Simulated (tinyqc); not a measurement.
# Screening length from the swing

Inverse problem. In a simple model of a Schottky-barrier transistor a barrier thinner than d = 4.3 nm is transparent, so the effective barrier is pn - psi (1 - exp(-d/lam)) and the swing beyond flat band is Vt ln 10/(1 - exp(-d/lam)). Find the thermionic swing, lam, and the effective barrier at psi = 0.2 V.

Values chosen for this exercise:

| symbol | value | unit | meaning |
|---|---|---|---|
| T | 300 | K | temperature |
| pn | 0.51 | eV | barrier for electrons at both contacts |

Constants: q = 1.602176634e-19 C, kB = 1.380649e-23 J/K, Vt = kB T/q. Results are converted to the units shown.

swing in the tunnelling range = 96.727781 mV/decade

Answer. The ratio of the two swings is 1 - exp(-d/lam).

Vt ln 10 = 59.5 mV/decade
lam = 4.50 nm
effective barrier = 0.387 eV

Computed by the program tinyqc: `OMP_NUM_THREADS=1 python tinyqc.py 2390031 2390032 out.jsonl`, one thread of a shared Intel Xeon 2.30GHz, about 0.2 s for the whole run.
